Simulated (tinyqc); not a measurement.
Comparisons within one model: averaged masses of warped heavy- and light-hole bands. A value that a table varies takes the place of the one given here.

Four-band hole energies E = c k^2 f(u), c = hbar^2/2m0, f = g1 -/+ 2 sqrt(g2^2 + 3 (g3^2 - g2^2) s), s = ux^2 uy^2 + uy^2 uz^2 + uz^2 ux^2 for the unit vector u; minus for heavy, plus for light holes; the mass along u is 1/f.

Grid: n x n midpoints in cos(theta) from 0 to 1 and phi from 0 to pi/2, equal weights. m_d = <f^(-3/2)>^(2/3). Conductivity mass for one scattering time: 1/m_c = <|w|^2 f^(-5/2)>/<f^(-3/2)> with w = grad_k(k^2 f)/(2 k), that is |w|^2 = f^2 + |angular gradient of f|^2/4.

Values chosen for the exercise (out of a larger set: near those of AlAs; not measured data): g1 = 3.8 (Luttinger gamma1); g2 = 0.83 (gamma2); g3 = 1.41 (gamma3).

## Ways to average over directions

Heavy and light m_d on grids of growing n, against n = 160; also the three-direction rule <F> = (10 F[100] + 16 F[110] + 9 F[111])/35 and the spherical masses 1/(g1 (1 -/+ mu)), mu = (6 g3 + 4 g2)/(5 g1).

Masses (m0):
```
method,heavy,light,error heavy (%),error light (%)
grid n = 1,1.0056,0.1514,33.33,-6.34
grid n = 2,0.7714,0.1594,2.28,-1.40
grid n = 3,0.7630,0.1606,1.17,-0.66
grid n = 5,0.7569,0.1612,0.36,-0.28
grid n = 10,0.7549,0.1615,0.09,-0.08
grid n = 160,0.7542,0.1616,0.00,0.00
three directions,0.7848,0.1631,4.06,0.90
spherical,0.6925,0.1624,-8.18,0.50
[100] alone,0.4673,0.1832,-38.04,13.31
```

The heavy mass is within 1 % from grid n = 5 on. Three directions err by +4.06 %, the spherical form by -8.18 % and [100] alone by -38.0 %; for light holes the same three err by +0.90, +0.50 and +13.3 %. The power -3/2 weights the heavy directions near [111], which a mean of f misses.

## Cyclotron masses against the field direction

For the central orbit m_cyc is the mean of 1/f(u) over the directions u normal to B (360 points on the circle). B lies in the (1-10) plane at the angle from [001]; 54.7 degrees is [111], 90 is [110].

Masses (m0):
```
angle (degrees),heavy,light
0.0,0.6280,0.1687
15.0,0.6615,0.1661
30.0,0.7427,0.1610
45.0,0.8085,0.1574
54.7,0.8193,0.1568
70.0,0.8072,0.1581
90.0,0.7941,0.1605
```

The heavy mass is smallest at 0 and largest at 54.7 degrees of the angles listed, a spread of 30 %; the light mass varies by 7.6 %. The orbit normal to [001] has s between 0 and 1/4, the orbit normal to [111] has s = 1/4 all round, which gives 1/(g1 - sqrt(g2^2 + 3 g3^2)) = 0.8193. This is the classical limit; low Landau levels of holes depart from it.

## Several materials

The inputs are values chosen for the exercise; n = 40; delta = (g3 - g2)/g1.

Results:
```
case,g1,g2,g3,m_d heavy,m_c heavy,m_d light,delta
A near GaAs,7.01,2.07,2.92,0.594,0.472,0.0820,0.121
B near GaP,4.03,0.49,1.26,0.515,0.449,0.1664,0.191
C near Ge,13.35,4.26,5.67,0.347,0.279,0.0424,0.106
D near InAs,20.05,8.45,9.17,0.454,0.404,0.0264,0.036
E near GaSb,13.49,4.71,5.98,0.434,0.332,0.0409,0.094
F near AlAs,3.73,0.82,1.41,0.796,0.654,0.1637,0.158
```

Heavy masses span a factor of 2.3 and light ones 6.3: the coupling to the conduction band adds to g1, 2 g2 and 2 g3 alike, so it cancels for heavy holes and doubles for light ones. The ratio m_c/m_d of the heavy holes is lowest for E (0.76); delta is largest for B; the heavy band feels the warping rather through (g3 - g2)/(g1 - 2 g3), which runs from 0.42 to 0.83 here and is 0.83 for the case with the lowest ratio.

## What each parameter does

n = 40. Each row changes one parameter from the base and keeps the others.

Results:
```
case,m_d heavy (m0),m_c heavy (m0),m_d light (m0),m_c light (m0)
base,0.7542,0.6333,0.1616,0.1598
g1 = 3.686,0.8290,0.6761,0.1647,0.1627
g2 = 0.855,0.7605,0.6444,0.1612,0.1595
g3 = 1.368,0.7178,0.6223,0.1630,0.1614
```

The largest shifts from the base row, up to three for each result and ties (the steps differ in size, so this ranks the rows, not the parameters). m_d heavy (m0): g1 +0.0747, g3 -0.0365, g2 +0.0063. m_c heavy (m0): g1 +0.0428, g2 +0.0111, g3 -0.0110. m_d light (m0): g1 +0.0030, g3 +0.0014, g2 -0.0004. m_c light (m0): g1 +0.0029, g3 +0.0016, g2 -0.0003.

Program tinyqc; command `OMP_NUM_THREADS=1 python tinyqc.py 1081291 1081292 out.jsonl`; about 0.02 s on one thread of a shared Intel(R) Xeon(R) Processor @ 2.30GHz.
